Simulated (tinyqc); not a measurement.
Resistance of a tapered via with liner, size effect and interface: two steps of the calculation.

A round via whose diameter grows from db at the bottom as D(z) = db + 2 z/tan(ang). The fill, of diameter D - 2 tl, starts above the bottom liner (thickness fb tl) and has rho = rho0 (1 + ks lam/(D - 2 tl)); the sidewall liner conducts in parallel with it. The bottom liner and the interface are crossed over the full area pi db^2/4. Spreading in the lines above and below is left out.

Inputs (values chosen for the exercise); fill metal close to tungsten: diameter at the bottom db = 8.2 nm; height hv = 13 nm; sidewall angle ang = 88 degrees; bulk resistivity of the fill rho0 = 5.32 uohm cm; mean free path of the fill lam = 15.7 nm; size-effect factor ks = 1.3; liner on the sidewall tl = 1.6 nm; liner at the bottom over that on the sidewall fb = 0.7; resistivity of the liner rl = 220 uohm cm; interface resistivity at the bottom ri = 2.4e-12 ohm cm^2; ballistic conductance per area, about 3/(4 rho0 lam) Sb = 9.1e14 S/m^2.

Question 1. Slices of the via. Slices between z0 = fb tl and hv, evaluated at their midpoints: conductance per length pi/4 [(D - 2 tl)^2/rho + (D^2 - (D - 2 tl)^2)/rl], slice resistance = slice height over that. 8 slices.

Wanted: z; D; rho; slice resistance.

Answer 1.

```
slice  z (nm)  D (nm)  rho (uohm cm)  slice resistance (ohm)
0      1.8625  8.3301         26.486                  15.896
1      3.3475  8.4338         26.066                  15.130
2      4.8325  8.5375         25.663                  14.412
3      6.3175  8.6412         25.275                  13.739
4      7.8025  8.7449         24.902                  13.107
5      9.2875  8.8487         24.542                  12.514
6      10.773  8.9524         24.196                  11.956
7      12.258  9.0561         23.862                  11.431
```

Question 2. Total resistance. R_fill = sum of the slices; R_bottom = rl fb tl/(pi db^2/4); R_interface = ri/(pi db^2/4); ballistic (Sharvin) limit 1/(Sb pi (db - 2 tl)^2/4); ideal cylinder rho0 hv/(pi db^2/4).

slice resistance, slice 0 to 7 (ohm): 15.896150  15.129857  14.411986  13.738861  13.107121  12.513695  11.955773  11.430781

Wanted: parts; R; shares; ballistic limit; ideal cylinder.

Answer 2.

parts (ohm): fill 108.2, bottom liner 46.66, interface 4.545
R = 159.4 ohm
shares (%): fill 67.88, bottom liner 29.27, interface 2.85
ballistic limit = 55.97 ohm
ideal cylinder = 13.10 ohm

The fill is the largest part, and R is 12.2 times the ideal cylinder. With 2000 slices R = 159.40 ohm.

Numbers from tinyqc (`OMP_NUM_THREADS=1 python tinyqc.py 2750163 2750164 out.jsonl`; about 0.01 s on one thread of a shared Intel Xeon 2.30GHz).
